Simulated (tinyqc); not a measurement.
Raising U: Hubbard ring of 6 sites, mean field against exact. Computed by the program tinyqc. 

one-body matrix (hopping and site energies) (eV):
```
,1,2,3,4,5,6
1,-0.4300,-1.1100,0.0000,0.0000,0.0000,-1.1100
2,-1.1100,0.3900,-1.1100,0.0000,0.0000,0.0000
3,0.0000,-1.1100,0.1600,-1.1100,0.0000,0.0000
4,0.0000,0.0000,-1.1100,-0.1600,-1.1100,0.0000
5,0.0000,0.0000,0.0000,-1.1100,0.0300,-1.1100
6,-1.1100,0.0000,0.0000,0.0000,-1.1100,0.3000
```

electrons, up and down: 3  2

Collinear unrestricted mean field (the lowest of 40 random starts) against exact diagonalisation.

Exact and mean-field results (eV):
```
U,U/t,E exact,E mean field,mean |n_up - n_down|,"double occupancy, exact",first gap in the sector
0.5600,0.5045,-7.238788,-7.217195,0.1799,0.1597,0.3210
1.1100,1.0000,-6.738001,-6.652685,0.1975,0.1439,0.2835
2.2200,2.0000,-5.882034,-5.548031,0.2535,0.1138,0.2181
3.3300,3.0000,-5.213016,-4.522830,0.3664,0.0880,0.1677
4.4400,4.0000,-4.697846,-3.726772,0.6070,0.0676,0.1310
6.6600,6.0000,-3.993474,-2.964698,0.7421,0.0409,0.0858
8.8800,8.0000,-3.555883,-2.582789,0.7840,0.0263,0.0617
13.3200,12.0000,-3.061770,-2.202853,0.8121,0.0130,0.0384
22.2000,20.0000,-2.632396,-1.900503,0.8258,0.0050,0.0215
```

In absolute terms mean field is worst at U/t = 6.0, 1.029 eV too high: at small U it is nearly exact, and at large U it still misses the motion of the hole through a fluctuating spin background. Relative to the exact energy its error is 0.3 % at the smallest U, 28 % at most and 28 % at the largest. The double occupancy falls from 0.160 to 0.005.
